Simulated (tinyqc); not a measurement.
Floating body of a partially depleted SOI transistor: body voltage and kink: one step of the calculation.

Source at 0 V. Channel current Ic = 2 nf K Vt^2 [F(0) - F(Vd)](1 + la Vd), F(V) = ln^2(1 + exp((Vg - VT - nf V)/(2 nf Vt))), VT = VT0 - gb Vb. Saturation voltage Vs = 2 Vt sqrt(F(0)) + 3 Vt, excess Ve = (Vd - Vs + sqrt((Vd - Vs)^2 + 0.0004 V^2))/2, multiplication M1 = Ai Ve exp(-Bl/Ve). Each junction passes D(v) = J1 (exp(v/Vt) - 1) + J2 (exp(v/(2 Vt)) - 1). Bipolar current Ib = bb J1 (exp(Vb/Vt) - 1). The body settles where M1 (Ic + Ib) = D(Vb) + D(Vb - Vd) + Vb/Rb; drain current Id = (1 + M1)(Ic + Ib) - D(Vb - Vd).

Question. Drain current with floating and with grounded body. Id and VT at the converged Vb, Id at Vb = 0, their ratio, and the bipolar share Ib/(Ic + Ib).

Inputs (values chosen for the exercise); values of the order met in partially depleted silicon-on-insulator transistors: temperature T = 330 K; threshold at zero body voltage VT0 = 0.52 V; fall of the threshold per volt of body voltage gb = 0.18; slope factor nf = 1.44; gain factor per width K = 230 uA/(V^2 um); channel-length modulation factor la = 0.07 1/V; impact-ionisation prefactor Ai = 2.43 1/V; impact-ionisation voltage Bl = 6 V; diffusion saturation current of each junction J1 = 5.2e-11 uA/um; recombination saturation current of each junction J2 = 1.1e-8 uA/um; gain of the lateral bipolar transistor on the diffusion current bb = 3; resistance of a weak body tie to the source (1e9 stands for no tie, and the term is then dropped) Rb = 1e9 kohm um; gate voltage Vg = 0.88 V; drain voltage Vd = 1.3 V.

Constants: q = 1.602176634e-19 C, kB = 1.380649e-23 J/K, Vt = kB T/q. Results are converted to the units shown.

converged Vb = 0.58753870 V

Find: VT; Id, floating; Id, grounded; ratio; bipolar share.

Answer.

VT = 0.41424 V
Id, floating = 19.119 uA/um
Id, grounded = 11.408 uA/um
ratio = 1.6760
bipolar share = 0.76860 %

The body rises to 0.588 V and lowers the threshold by 106 mV.

Range of the model: The multiplication law is an empirical form chosen for the exercise; self-heating and capacitive coupling to the body are left out, and the linear laws are rough once Vb passes about 0.7 V or M1 about 0.1.

Numbers from tinyqc (`OMP_NUM_THREADS=1 python tinyqc.py 2182231 2182232 out.jsonl`; about 0.2 s on one thread of a shared Intel Xeon 2.30GHz).
